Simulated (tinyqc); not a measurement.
## Long-channel MOSFET, surface-potential model: effect of the temperature

n-channel transistor on a uniformly doped p-type body, gradual-channel approximation, constant mobility, Boltzmann statistics, full ionisation. Potentials are counted from the neutral body; V is the electron quasi-Fermi potential, Vsb at the source and Vsb + Vds at the drain. Charges are magnitudes per area.

Nc and Nv are given at 293 K and scale as (T/293 K)^1.5; Eg, Vfb and mu are held fixed. ni = sqrt(Nc Nv) exp(-Eg/(2 Vt)), Eg in volts; phiF = Vt ln(Na/ni); Cox = eps0 eox/tox; gamma = sqrt(2 q eps0 eps_r Na)/Cox. The surface potential psi at channel potential V solves Vgs + Vsb - Vfb - psi = gamma sqrt(G), G = psi - Vt + Vt exp((psi - 2 phiF - V)/Vt). Charge sheet: Qi = Cox gamma [sqrt(G) - sqrt(psi - Vt)]; I = mu (W/L) [integral of Qi dpsi from psi_0 to psi_L (drift) + Vt (Qi0 - QiL) (diffusion)], with psi_0 at V = Vsb and psi_L at V = Vsb + Vds. VT = Vfb + 2 phiF + gamma sqrt(2 phiF + Vsb), m = 1 + gamma/(2 sqrt(2 phiF + Vsb)). The swing is 20 mV/log10[I(VT - 0.14 V)/I(VT - 0.16 V)] of the charge-sheet current at the given Vds.

Inputs (values chosen for the exercise); material values those of a made-up semiconductor:

| symbol | value | unit | meaning |
|---|---|---|---|
| Eg | 3.33 | eV | band gap |
| eps_r | 8.89 |  | relative permittivity of the semiconductor |
| Nc | 1.52e19 | cm^-3 | conduction-band density of states at the reference temperature |
| Nv | 3.05e19 | cm^-3 | valence-band density of states at the reference temperature |
| Na | 2.1e17 | cm^-3 | acceptor density of the body |
| eox | 21 |  | relative permittivity of the gate insulator |
| tox | 33 | nm | insulator thickness |
| Vfb | -1.58 | V | flat-band voltage |
| mu | 110 | cm^2/(V s) | channel mobility |
| W | 1 | um | gate width |
| L | 0.5 | um | gate length |
| Vsb | 2 | V | source-body reverse bias |
| Vgs | 2.7 | V | gate-source voltage |
| Vds | 0.2 | V | drain-source voltage |

Constants: q = 1.602176634e-19 C, kB = 1.380649e-23 J/K, Vt = kB T/q, eps0 = 8.8541878128e-14 F/cm where lengths are in cm. Results are converted to the units shown.

The same in every row: gamma (V^0.5) = 0.4085.

Effect of the temperature:
```
T (K),VT (V),m,swing (mV/decade),"I at Vgs, Vds (uA)"
220,2.520,1.090,47.73,0.7680
250,2.487,1.090,54.27,1.090
280,2.453,1.090,60.82,1.475
310,2.419,1.091,67.38,1.913
340,2.383,1.091,73.95,2.393
370,2.347,1.091,80.54,2.903
400,2.310,1.092,87.15,3.438
430,2.272,1.092,93.77,3.991
```

As T goes from 220 to 430 K, VT falls from 2.52 to 2.27 V, the swing rises from 47.7 to 93.8 mV a decade and the current rises from 0.768 to 3.99 uA. The swing is 0.32 % above m Vt ln 10 in the first row and 0.66 % above it in the last. In every row the surface electron density at the source passes 0.3 Nc, where degeneracy and quantisation, left out here, matter. In every row acceptors of such wide-gap materials are deep, so full ionisation is an idealisation. In every row the mobility is held fixed, though a real channel mobility changes with T and would alter the trend of the current.

Numbers from tinyqc (`OMP_NUM_THREADS=1 python tinyqc.py 2360106 2360107 out.jsonl`; about 0.06 s on one thread of a shared Intel Xeon 2.30GHz).
